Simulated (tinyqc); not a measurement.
Polytypes by hexagonality, and a cubic inclusion as a quantum well, step by step. Values are carried at full precision from step to step, so a last printed digit may differ when a step is redone from the rounded ones.

A layer is h if its two neighbours in the periodic sequence sit on the same site, k otherwise; the hexagonality h is the share of h layers.

Constants: hbar^2/2m0 = 3.80998211 eV angstrom^2.

Values chosen for the exercise (of the order of those of GaN; shifted at random, so the results belong to these values and not to a real crystal): E3 = 3.305 eV (gap of the cubic polytype); E2 = 3.493 eV (gap of 2H); Ev2 = 0.053 eV (valence top of 2H above that of 3C); P2 = -0.0207 C/m^2 (spontaneous polarisation of 2H); m = (0.197, 0.204) m0 (electron mass along c in the cubic layer and in the host); d = 2.592 angstrom (thickness of a double layer); eps = 9.5 (dielectric constant); N = 3 (double layers in the cubic inclusion).

## Hexagonality

Stacking sequences:
```
polytype               sequence
2H                           AB
15R             ABCACBCABACABCB
9R                    ABCBCACAB
21R       ABCACBACABCBACBCABACB
6H                       ABCACB
```

Give the h/k string and h of each.

Hexagonality:
```
polytype             h/k string       h
2H                           hh  1.0000
15R             hkkhkhkkhkhkkhk  0.4000
9R                    hkhhkhhkh  0.6667
21R       hkkhkkkhkkhkkkhkkhkkk  0.2857
6H                       hkkhkk  0.3333
```

## Gaps and band edges

Gap: E3 + (E2 - E3) h. Valence top Ev2 h and polarisation P2 h, both counted from 3C; Ec = Ev + gap.

Evaluate for each polytype.

Results:
```
polytype  gap (eV)  Ev (eV)  Ec (eV)  P (C/m^2)
2H          3.4930   0.0530   3.5460   -0.02070
15R         3.3802   0.0212   3.4014   -0.00828
9R          3.4303   0.0353   3.4657   -0.01380
21R         3.3587   0.0151   3.3739   -0.00591
6H          3.3677   0.0177   3.3853   -0.00690
```

The widest gap is that of 2H, the narrowest that of 21R. Ev and Ec both rise with h, so 3C collects electrons and the more hexagonal side holes: a staggered line-up.

## The bound level without the field

A cubic inclusion of width L = N d in the host (h = 1) is a well of depth V = Ec(host) - Ec(3C). Square well with mass mismatch: k tan(k L/2) = (m_w/m_b) q, k = sqrt(m_w E/c), q = sqrt(m_b (V - E)/c), c = hbar^2/2m0, lowest root. The depth of the level, V - E, is its binding, and the transition to the valence top of the host is gap(host) - (V - E). The step in polarisation gives a field |F| = |P|/(eps eps0) in a thin inclusion, eps0 = 8.8541878e-12 F/m.

Give V, L, the level E, its depth below the host conduction edge and the transition to the valence top of the host, gap(host) - (V - E).

V = 0.2410 eV
L = 7.776 angstrom
E above the bottom = 0.2036 eV
depth below the host edge = 0.0374 eV
transition = 3.4556 eV

The level keeps 16 % of the well depth. The transition lies above the gap of 3C itself (3.305 eV). At a few layers the effective-mass picture is only a guide.

## The polarisation field

Give |F|, the drop |F| L, the bound charge |P|/e per cm^2 (e = 1.602176634e-19 C), and, as a first estimate, the shift -|F| L/2 of the transition for an electron centred in the layer and a hole in the host on the high side.

|F| = 2.461 MV/cm
drop = 191.4 meV
bound charge = 1.29e+13 cm^-2
estimated shift = -95.7 meV

The drop is 79 % of the well depth. The host edge on the low side sinks by 96 meV against the centre, more than the 37 meV by which the flat well binds, so the level may not survive the field and the estimate must be checked.

## Checks

- Square-well root against finite differences on a grid of 0.5 angstrom (eV): both 0.204.

Program tinyqc; command `OMP_NUM_THREADS=1 python tinyqc.py 1880762 1880763 out.jsonl`; about 0.05 s on one thread of a shared Intel(R) Xeon(R) Processor @ 2.30GHz.
